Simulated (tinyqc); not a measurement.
Decay of LO phonons and the hot-phonon bottleneck in the cooling of electrons: one step, computed by the program tinyqc.

n(E, T) = 1/(exp(E/(k_B T)) - 1) is the Bose occupation. Electrons have a temperature T_e; the LO modes within their reach share one occupation N; the decay products stay at the lattice temperature.

Question. Electron and phonon temperatures in closed form. Net emission per electron: [(N + 1) x - N]/tau_sp with x = exp(-hbar omega/(k_B T_e)), a simple two-level balance; steady state of the modes: n [(N + 1) x - N]/tau_sp = N_m (N - N_0)/tau; power per electron P = hbar omega [(N + 1) x - N]/tau_sp. With p = P tau_sp/(hbar omega): N = N_0 + r p and x = (p + N)/(N + 1); without hot phonons N = N_0. The mode temperature T_LO solves n(hbar omega, T_LO) = N.

Inputs (values chosen for the exercise, modelled on gallium oxide): LO energy hbar omega = 45.1 meV; lattice temperature T = 150 K; power supplied per electron P = 6.8 nW.

Decay channel: two unequal phonons (Ridley).

emission time tau_sp = 4.273886 fs

equilibrium LO occupation N_0 = 0.03148993

bottleneck ratio r = 98.30833

Constants: e = 1.602176634e-19 C; k_B = 8.617333262e-05 eV/K.

Give: reduced power p; LO occupation N; electron temperature T_e; T_e without hot phonons; mode temperature T_LO.

Answer.

reduced power p = 0.004022

LO occupation N = 0.4269

electron temperature T_e = 437.1 K

T_e without hot phonons = 155.4 K

mode temperature T_LO = 433.7 K

Caution: alpha is above 1/2, so hbar/tau_sp exceeds hbar omega and the emission time, a weak-coupling result, is only rough.
